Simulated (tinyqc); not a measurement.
Worked calculation: UHF in the 3-21g basis, for H2, spin multiplicity 1. One step of it, computed by the program tinyqc.

Problem. Iteration 2: DIIS coefficients. Solve [B -1; -1 0][c; lambda] = [0; -1] for the coefficients, which sum to one.

B (overlaps of the stored error matrices):
```
               1              2
1  1.6766299e-01  3.6793826e-02
2  3.6793826e-02  9.0077721e-03
```

Give: DIIS coefficients.

Solution.

DIIS coefficients: -0.2696  1.2696
